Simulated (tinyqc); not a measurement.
Worked calculation: lattice vibrations of a chain. Computed by tinyqc, a small Python program that keeps every step. Command: `OMP_NUM_THREADS=1 python tinyqc.py 24081 24082 out.jsonl` (the two numbers bound the seeds that draw the settings). One thread of a shared host (Intel(R) Xeon(R) Processor @ 2.60GHz), about 0.01 s of CPU time with the checks.

## Dynamical matrix at q = 0.11

A chain moving along its axis:
```
atom   mass (u)  spring to the next atom (eV/angstrom^2)
1      19.60000                                 15.70000
2     103.70000                                 15.20000
```

q is in units of 2 pi/a. A spring k from atom i to atom j, n cells on, adds k to Phi_ii and Phi_jj, -k exp(2 pi i q n) to Phi_ij and the conjugate to Phi_ji (for one atom a cell: 2k (1 - cos 2 pi q n)); D_ij = Phi_ij / sqrt(m_i m_j).

D(q) (eV/(angstrom^2 u)):
$$\begin{pmatrix}
1.57653 & -0.60802+0.21491i \\
-0.60802-0.21491i & 0.29797
\end{pmatrix}$$

## Frequencies

omega^2 are the eigenvalues; wavenumber = 521.4708 sqrt(eigenvalue) 1/cm.

eigenvalues: [0.02920, 1.84530]

wavenumbers (1/cm): [89.1, 708.4]

weights |e|^2 of the mass-weighted modes, order atom 1, atom 2:
$$\begin{pmatrix}
0.14799 & 0.85201 \\
0.85201 & 0.14799
\end{pmatrix}$$

## Dispersion and heat capacity

C/k_B per atom = mean over q = (j + 1/2)/80, j = 0..39 and all branches of y^2 e^y/(e^y - 1)^2, y = hc wavenumber / k_B T.

Wavenumbers (1/cm):
```
q         branch 1   branch 2
0.00000    0.00000  713.95918
0.06250   51.05282  712.13154
0.12500  100.90006  706.79339
0.18750  148.24484  698.39902
0.25000  191.59555  687.77094
0.31250  229.15260  676.18548
0.37500  258.73752  665.42664
0.43750  277.92486  657.64389
0.50000  284.60975  654.77860
```

Heat capacity:
```
T (K)  C/k_B per atom
20            0.05617
50            0.14780
100           0.30107
200           0.51719
300           0.68302
600           0.89186
1200          0.97041
```

zero-point energy per atom = 26.70694 meV
